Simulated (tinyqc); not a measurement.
Dead time against afterpulsing.

Afterpulse probability pap = pa (Cd Vx/q) exp(-td/tt) Pm, with Pm the trigger probability of a released carrier; largest rate 1/td; each true event gives 1/(1 - pap) counts.

Values chosen for this exercise: excess bias Vx = 15 V; diode capacitance Cd = 34 fF; trapping probability per avalanche carrier pa = 6.6e-8; trap release time tt = 6.6 ns.

Constants: q = 1.602176634e-19 C. Results are converted to the units shown.

Pm = 0.95

Dead time against afterpulsing:
```
td (ns)   pap (%)  largest rate (1e6/s)  counts per event
1.3        16.390                769.23            1.1960
2.1        14.519                476.19            1.1699
3.5        11.744                285.71            1.1331
5.7        8.4150                175.44            1.0919
9.2        4.9516                108.70            1.0521
15         2.0563                66.667            1.0210
24        0.52587                41.667            1.0053
40       0.046563                25.000            1.0005
```

The afterpulse probability falls from 16.4 to 0.0466 %, a factor of ten for every 15.2 ns, while the largest rate falls from 769 to 25.0 million a second.

tinyqc, about 0.01 s, one thread, Intel Xeon 2.30GHz (shared host): `OMP_NUM_THREADS=1 python tinyqc.py 2630040 2630041 out.jsonl`
